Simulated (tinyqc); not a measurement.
Worked calculation: nanosheet or nanowire with hard walls, valleys of the Si type. Values are carried at full precision from step to step, so a last printed digit may differ when a step is redone from the rounded ones.

Six ellipsoidal valleys along the cube axes: inverse mass tensor w = 1/mt + (1/ml - 1/mt) a a^T with a the unit axis. Device axes: x along the channel, z = [001], y = z x x.

Constants: hbar^2/2m0 = 3.80998211 eV angstrom^2; hbar = 6.58211957e-16 eV s; e^2/h = 3.874045865e-05 S; kB = 8.617333262e-05 eV/K.

Parameters, chosen for this exercise (near those of Si; not measured data): ml = 0.918 m0 (longitudinal mass); mt = 0.191 m0 (transverse mass); channel = 110 (transport direction x on a (001) wafer); W = 45 angstrom (width, along y); H = 76 angstrom (height, along z = [001]); dE = 0.126 eV (EF above the lowest subband edge); T = 77 K (temperature); g_all = 6 (number of valleys).

## Valley masses for a [110] channel

Rotate w into the device axes and group equal valleys (|w_yz| counts); order by w_zz, then w_yy. 1/m_x = w_xx - w_xc w_c^-1 w_cx with c the block (y, z).

Valleys:

| group | valleys g | w_yy | w_zz | \|w_yz\| | m_x (m0) |
|---|---|---|---|---|---|
| A | 2 | 5.2356 | 1.0893 | 0.0000 | 0.1910 |
| B | 4 | 3.1625 | 5.2356 | 0.0000 | 0.5545 |

The lightest transport mass, 0.191 m0, belongs to group A.

## One-dimensional subbands

Hard walls around a W x H rectangle. The block w_c of w in (y, z) confines; the transport mass follows from 1/m_x = w_xx - w_xc w_c^-1 w_cx. The cross-section problem c (w_yy ky^2 + 2 w_yz ky kz + w_zz kz^2), c = hbar^2/2m0, is solved in products sin(n pi y/W) sin(l pi z/H), n, l = 1 to 12; if w_yz = 0 the levels are c pi^2 (w_yy n^2/W^2 + w_zz l^2/H^2). The w_yz term couples (n, l) to (n', l') by -2 c w_yz D_nn'(W) D_ll'(H) with D_nm(L) = 4 n m/(L (n^2 - m^2)) for n + m odd and 0 otherwise.

The ten lowest levels of all groups together, numbered within each group.

Subbands:

| label | valleys g | m_x (m0) | E (eV) |
|---|---|---|---|
| B1 | 4 | 0.5545 | 0.0928 |
| A1 | 2 | 0.1910 | 0.1043 |
| A2 | 2 | 0.1910 | 0.1256 |
| A3 | 2 | 0.1910 | 0.1610 |
| B2 | 4 | 0.5545 | 0.1951 |
| A4 | 2 | 0.1910 | 0.2107 |
| B3 | 4 | 0.5545 | 0.2690 |
| A5 | 2 | 0.1910 | 0.2745 |
| A6 | 2 | 0.1910 | 0.3525 |
| B4 | 4 | 0.5545 | 0.3655 |

The lowest subband is B1; the number of further ones in the list within kB T = 6.6 meV of it at 77 K is 0.

## Modes, density and velocity at zero temperature

With EF = E_lowest + dE, each subband below EF has k_F = sqrt(m_x (EF - E)/c), carries n = 2 g k_F/pi electrons per length (spin included), moves at v = 2 c k_F/(hbar m_x) and adds 2 g e^2/h to the ballistic conductance; c = hbar^2/2m0, 1 angstrom/s = 1e-8 cm/s.

Occupied subbands:

| label | k_F (1/angstrom) | n (1/nm) | v (1e7 cm/s) |
|---|---|---|---|
| B1 | 0.1354 | 3.448 | 2.83 |
| A1 | 0.0758 | 0.965 | 4.59 |
| A2 | 0.0684 | 0.870 | 4.14 |
| A3 | 0.0538 | 0.685 | 3.26 |
| B2 | 0.0588 | 1.497 | 1.23 |
| A4 | 0.0202 | 0.257 | 1.22 |

total n = 7.722 1/nm
ballistic conductance = 1239.7 microsiemens

EF lies below the last listed level, so the count is complete for these valleys (other families, and non-parabolicity above about 0.2 eV, are left out): 6 subbands with 16 valley modes. The Fermi velocity, averaged with the densities as weights, is 2.87 x 1e7 cm/s; the mean over all filled states moving one way is half of it.

## Threshold shift from confinement

Without degeneracy the line density is N1 exp((EF - Ec)/kB T) with N1 = sum 2 g sqrt(m_x kB T/(4 pi c)) exp(-E/kB T), here over n, l up to 80 where w_yz = 0 and over all levels of a 12 x 12 sine basis otherwise; the classical value is W H Nc with Nc = 2 g_all (m_dos kB T/(4 pi c))^(3/2), m_dos = (ml mt^2)^(1/3); dVt = kB T ln(W H Nc/N1).

Form N1, W H Nc and dVt.

N1 = 6.225e-07 1/nm
W H Nc = 0.1225 1/nm
dVt = 80.9 mV

## Checks

- Lowest level of group A on a 40 x 40 difference grid against the sine basis, eV: both 0.104.

(tinyqc, `OMP_NUM_THREADS=1 python tinyqc.py 1281154 1281155 out.jsonl`, Intel(R) Xeon(R) Processor @ 2.30GHz, 1 thread, shared host, about 0.03 s.)
